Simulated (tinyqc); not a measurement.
Inside a calculation. Method: Rayleigh-quotient iteration on a symmetric matrix. One step of it, computed by the program tinyqc.

Question. Step 1. solve (A - shift) w = v; v' = w/|w| with its largest component positive (the first on a tie); lambda = v'^T A v'; the next shift is lambda.

A, lower triangle:
```
          1          2          3         4         5         6
1  0.330000
2  0.048000   0.696000
3  0.199000  -0.192000   0.955000
4  0.546000   0.249000   0.423000  1.689000
5  0.509000   0.086000   0.178000  0.117000  2.533000
6  0.076000  -0.335000  -0.077000  0.033000  0.377000  3.144000
```

vector v at the start: 0.408248  0.408248  0.408248  0.408248  0.408248  0.408248

shift = 0.860000

Give: vector after step 1; Rayleigh quotient after step 1.

Answer.

vector after step 1: 0.0565  -0.2497  -0.6021  0.7271  0.2027  0.0470

Rayleigh quotient after step 1 = 0.9221
